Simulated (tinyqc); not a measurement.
Inside a calculation. Model: anisotropic wet etching of Si(100): plane rates, V-grooves, membranes and undercut. Computed by tinyqc, a small Python program that keeps every step. Command: `OMP_NUM_THREADS=1 python tinyqc.py 3006773 3006774 out.jsonl wetetch walk`. One thread of a shared host (Intel(R) Xeon(R) Processor @ 2.30GHz), about 0.01 s of CPU time with the checks. Intermediate numbers are printed to about 7 digits and carried at full precision; extremes and crossings named in words are read from the listed rows.

A long slot opens the mask on a (100) wafer. The floor etches at R100; (111) walls stand at theta = arctan(sqrt2) = 54.7356 degrees to the surface and recede at R111 along their normal.

Inputs (values chosen for the exercise, close to those used for tetramethylammonium hydroxide solutions):
```
quantity                                                                    value     unit
prefactor k0 of the (100) rate                                            6.8e+08   um/min
activation energy of (100), E                                               0.625       eV
ratio (100)/(111) at 80 C                                                      35        -
extra energy of (111), dE                                                   0.074       eV
ratio (100)/oxide at 80 C                                                    4600        -
extra energy of the oxide, dE_ox                                             0.24       eV
corner undercut rate over (100) rate, c                                       2.2        -
bath temperature T                                                             40        C
width w (mask opening along <110>, or membrane width in the design step)       84       um
misalignment of the mask                                                        1  degrees
etch time t                                                                   3.1      min
wafer thickness d                                                             380       um
membrane thickness wanted                                                     6.5       um
```

Constants: k_B = 8.617333262e-05 eV/K.

## Rates

R100 = k0 exp(-E/(k_B T)); a ratio given at 80 C scales as exp[(extra energy/k_B)(1/T - 1/353.15 K)]; R111 and R_ox follow by division. Temperatures in kelvin are T(C) + 273.15.

R100 = 0.05941205 um/min

R111 = 0.001244265 um/min

R_ox = 4.716542e-06 um/min

anisotropy R100/R111 = 47.74872

## Shape after the time t

A misaligned edge exposes ledges and adds R100 sin(misalignment) to the lateral rate (a simple estimate): u = R111/sin(theta) + R100 sin(misalignment). Top width W = w + 2 u t; floor width b = W - 2 z/tan(theta) = W - sqrt2 z. The floor lasts until b = 0, at t_V = w/(sqrt2 R100 - 2u); depth z = R100 t before t_V and W/sqrt2 after.

lateral rate u = 0.002560790 um/min

time t_V to close the V = 1064.642 min

top width W = 84.01588 um

depth z = 0.1841773 um

floor width b = 83.75541 um

The floor remains; undercut per side is 0.00794 um, 4.31 % of the depth.

## Designing a membrane from the back side

Etch depth d - membrane, time = depth/R100; for a membrane as wide as w the opening must be w + sqrt2 depth - 2 u time; oxide mask consumed R_ox x time; a 1 K error changes the depth by the fraction E/(k_B T^2); a convex mask corner, such as that of a mesa, would retreat by c x depth.

time to reach the membrane = 6286.604 min

opening needed = 580.0114 um

oxide consumed = 29.65103 nm

depth error per kelvin = 27.62440 um

retreat of a convex corner = 821.7 um

The error per kelvin is 425 % of the membrane, so a timed etch cannot hold it and an etch stop is needed. A corner retreat larger than the depth shows why mesas need compensation structures. Caution: rates also depend on concentration, doping, additives and stirring, all held fixed here.

## Speed against selectivity over temperature

Each row etches to the depth d - membrane; undercut per side = (R111/sin(theta) + R100 sin(misalignment)) x time.

Etching to a fixed depth:
```
T (C)  R100 (um/min)  R100/R111  time (h)  undercut (um)  oxide consumed (nm)
30          0.027674   52.26937  224.9411       15.27010              22.1120
40          0.059412   47.74872  104.7767       16.09867              29.6510
50          0.121659   43.86393   51.1678       16.94714              39.0451
60          0.238630   40.50101   26.0864       17.81306              50.5730
70          0.450043   37.57017   13.8320       18.69415              64.5240
80          0.818802   35.00000    7.6026       19.58825              81.1957
90          1.441415   32.73315    4.3187       20.49336             100.8897
100         2.461699   30.72318    2.5287       21.40763             123.9100
```

From 30 to 100 C the time falls by a factor 89.0, while the oxide loss grows by 5.60 and the undercut by 1.40: the slower planes and the mask have the higher activation energies, so heat costs selectivity. Misalignment gives 6.52 um of the undercut at any T.

Checks made by the program: depth against time integration (relative difference below 1e-10).
